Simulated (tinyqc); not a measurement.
Lossy interposer transmission line with skin effect: one step of the calculation.

A uniform line in a homogeneous dielectric: c = sqrt(er)/(c0 Z0), l = Z0 sqrt(er)/c0 (c0 = 299792458 m/s), g = w c td, w = 2 pi f. The resistance joins its limits as r = sqrt(r_dc^2 + r_hf^2), with r_dc = rho/(wd th), r_hf = kr rho/(2 delta (wd + th)), delta = sqrt(rho/(pi f mu0)), mu0 = 4 pi 1e-7 H/m; this is an interpolation, and internal inductance, up to 0.05 nH/mm at low frequency, is neglected.

Question. Propagation constant and impedance. gamma = sqrt((r + i w l)(g + i w c)) = alpha + i beta, Zc = sqrt((r + i w l)/(g + i w c)), roots with positive real part; loss 8.685889638 alpha in dB; phase velocity w/beta.

Inputs (values chosen for the exercise):
- len = 5.3 mm (length)
- f = 29 GHz (frequency)

r = 9.7468451 ohm/mm
l = 0.41107630 nH/mm
c = 73.080232 pF/m
g = 0.066580613 S/m

Give: gamma len; Zc; loss; phase velocity over c0; r/(w l).

Answer.

gamma len = 0.357+5.303i
Zc = 75.17-4.68i ohm
loss = 0.5849 dB/mm
phase velocity over c0 = 0.6074
r/(w l) = 0.1301

Computed by the program tinyqc: `OMP_NUM_THREADS=1 python tinyqc.py 2810191 2810192 out.jsonl`, one thread of a shared Intel Xeon 2.30GHz, about 0.01 s for the whole run.
